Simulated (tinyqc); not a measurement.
Short-period [001] superlattice in sp3s* tight binding: one step. Levels of the small cell. The numbers come from values chosen for the exercise (A near a published set for GaAs, B for AlAs).

H (eV):
```
          sa1       za1       *a1       sc1       zc1       *c1       sa2       za2       *a2       sc2       zc2
sa1  -8.16139         0         0  -3.22800   2.24250         0         0         0         0         0         0
za1         0   0.77411         0  -2.89750   0.97700  -2.40750         0         0         0         0         0
*a1         0         0   7.79911         0   2.41800         0         0         0         0         0         0
sc1  -3.22800  -2.89750         0  -2.65173         0         0  -3.22800   2.89750         0         0         0
zc1   2.24250   0.97700   2.41800         0   3.66327         0  -2.24250   0.97700  -2.41800         0         0
*c1         0  -2.40750         0         0         0   6.73327         0   2.40750         0         0         0
sa2         0         0         0  -3.22800  -2.24250         0  -8.32073         0         0  -3.22800   2.24250
za2         0         0         0   2.89750   0.97700   2.40750         0   1.04227         0  -2.89750   0.97700
*a2         0         0         0         0  -2.41800         0         0         0   8.60327         0   2.41800
sc2         0         0         0         0         0         0  -3.22800  -2.89750         0  -2.65173         0
zc2         0         0         0         0         0         0   2.24250   0.97700   2.41800         0   3.66327
*c2         0         0         0         0         0         0         0  -2.40750         0         0         0
sa3         0         0         0         0         0         0         0         0         0  -3.22800  -2.24250
za3         0         0         0         0         0         0         0         0         0   2.89750   0.97700
*a3         0         0         0         0         0         0         0         0         0         0  -2.41800
sc3  -3.34100   2.74800         0         0         0         0         0         0         0         0         0
zc3  -2.54850   0.93950  -2.25700         0         0         0         0         0         0         0         0
*c3         0   2.50250         0         0         0         0         0         0         0         0         0

          *c2       sa3       za3       *a3       sc3       zc3       *c3
sa1         0         0         0         0  -3.34100  -2.54850         0
za1         0         0         0         0   2.74800   0.93950   2.50250
*a1         0         0         0         0         0  -2.25700         0
sc1         0         0         0         0         0         0         0
zc1         0         0         0         0         0         0         0
*c1         0         0         0         0         0         0         0
sa2         0         0         0         0         0         0         0
za2  -2.40750         0         0         0         0         0         0
*a2         0         0         0         0         0         0         0
sc2         0  -3.22800   2.89750         0         0         0         0
zc2         0  -2.24250   0.97700  -2.41800         0         0         0
*c2   6.73327         0   2.40750         0         0         0         0
sa3         0  -8.16139         0         0  -3.34100   2.54850         0
za3   2.40750         0   0.77411         0  -2.74800   0.93950  -2.50250
*a3         0         0         0   7.79911         0   2.25700         0
sc3         0  -3.34100  -2.74800         0  -1.63605         0         0
zc3         0   2.54850   0.93950   2.25700         0   3.10095         0
*c3         0         0  -2.50250         0         0         0   6.23895
```

Question. Diagonalise (s, pz, s* block of a cell with n = 2, m = 1; px and py are apart). The lowest 6 levels are filled. Give the share of the cation weight of the lowest empty level that lies on the A cations, c1 and c2.

Give: levels; share on A cations.

Answer.

levels (eV): [-12.441, -11.067, -10.883, -5.820, -5.485, -0.158, 1.826, 2.200, 2.224, 2.719, 2.806, 4.502, 6.569, 8.041, 9.301, 9.453, 10.470, 11.085]

share on A cations = 0.834

The lowest empty level is number 7, at 1.826 eV.

Program tinyqc; command `OMP_NUM_THREADS=1 python tinyqc.py 1452355 1452356 out.jsonl`; about 0.3 s on one thread of a shared Intel(R) Xeon(R) Processor @ 2.30GHz.
